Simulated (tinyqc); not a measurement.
A clean chain and dephasing by Buettiker voltage probes: one step of the calculation.

Sites 1 to 6 form a chain with hopping -t. Lead L joins site 1 and lead R site 6, both semi-infinite chains with hopping -t and site energy 0. Every site carries a probe with self-energy -i Gamma_p/2 that draws no net current. Linear response at zero temperature: mu_L = 1, mu_R = 0 in units of the bias.

Problem. Current at both leads. In units of (2 q^2/h) times the bias, T_RL + sum_p T_pL (1 - mu_p) leaves L and T_RL + sum_p T_pR mu_p enters R.

T_RL = 0.20625864

```
probe,T_pL,T_pR,mu_p
1,0.23788728,0.05466469,0.70793724
2,0.17022745,0.08747254,0.59356711
3,0.14323001,0.09748366,0.55455631
4,0.09748366,0.14323001,0.44544369
5,0.08747254,0.17022745,0.40643289
6,0.05466469,0.23788728,0.29206276
```

Give: current leaving L; current entering R.

Solution.

current leaving L = 0.5534
current entering R = 0.5534

The two are equal: the probes conserve the current.

Computed by the program tinyqc: `OMP_NUM_THREADS=1 python tinyqc.py 2700015 2700016 out.jsonl`, one thread of a shared Intel Xeon 2.30GHz, about 0.01 s for the whole run.
